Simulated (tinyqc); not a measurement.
Cylindrical quantum wire, step by step. Values are carried at full precision from step to step, so a last printed digit may differ when a step is redone from the rounded ones.

With hard walls E = c (x/R)^2/mw, x a zero of J_m: (1,0) 2.404826; (2,0) 5.520078; (1,1) 3.831706; (2,1) 7.015587; (1,2) 5.135622; (2,2) 8.417244; (1,3) 6.380162; (2,3) 9.761023.

Constants: hbar^2/2m0 = 3.80998211 eV angstrom^2.

Parameters, chosen for this exercise (near those of a non-polar GaN wire in AlN; the results hold for these values, not for the real material): R = 24 angstrom (radius); mw = 0.205 m0 (mass inside); V0 = 1.975 eV (barrier height); mb = 0.335 m0 (mass outside); E = 0.1243 eV (trial energy).

## Hard-wall levels

The six lowest of these, with their orbital degeneracy; c = hbar^2/2m0.

Hard walls:

| state | degeneracy | x | E (eV) |
|---|---|---|---|
| (1,0) | 1 | 2.4048 | 0.1866 |
| (1,1) | 2 | 3.8317 | 0.4737 |
| (1,2) | 2 | 5.1356 | 0.8510 |
| (2,0) | 1 | 5.5201 | 0.9832 |
| (1,3) | 2 | 6.3802 | 1.3134 |
| (2,1) | 2 | 7.0156 | 1.5881 |

The ballistic conductance steps are 2, 4, 4, 2 e^2/h as EF passes the first four edges (spin included, one valley). The real barrier, V0 = 1.975 eV, lowers all of them.

## The matching condition at a trial energy

A cylinder of radius R, isotropic masses, c = hbar^2/2m0, k = sqrt(mw E/c), kappa = sqrt(mb (V0 - E)/c). State (n, m) is J_m(k r) inside and K_m(kappa r) outside; psi and psi'/m are continuous: (k/mw) J_m'(kR)/J_m(kR) = (kappa/mb) K_m'(kappa R)/K_m(kappa R).

Both sides for the lowest state, with J_0' = -J_1 and K_0' = -K_1.

k R = 1.9627
kappa R = 9.6814
left side = -0.9409 1/angstrom
right side = -1.2649 1/angstrom

The left side falls with E and the right side rises; here the left is the larger, so the level lies above the trial energy.

## Bound levels

All roots below V0 for angular numbers 0 to 3, two each at most; the last column is the ratio to the hard-wall level.

Finite barrier:

| state | degeneracy | E (eV) | k R | E/E(hard) |
|---|---|---|---|---|
| (1,0) | 1 | 0.1368 | 2.0591 | 0.733 |
| (1,1) | 2 | 0.3474 | 3.2811 | 0.733 |
| (1,2) | 2 | 0.6227 | 4.3929 | 0.732 |
| (2,0) | 1 | 0.7219 | 4.7300 | 0.734 |
| (1,3) | 2 | 0.9563 | 5.4441 | 0.728 |
| (2,1) | 2 | 1.1615 | 5.9998 | 0.731 |
| (2,2) | 2 | 1.6504 | 7.1520 | 0.722 |

7 levels of these are bound; the lowest reaches 73 % of its hard-wall value.

## Checks

- Lowest level by radial finite differences against the matching condition, eV: both 0.1368.

Computed by tinyqc, a small Python program: `OMP_NUM_THREADS=1 python tinyqc.py 1280393 1280394 out.jsonl` (the numbers bound the seed that draws the inputs); one thread of a shared host (Intel(R) Xeon(R) Processor @ 2.30GHz), about 0.03 s for the whole set of steps.
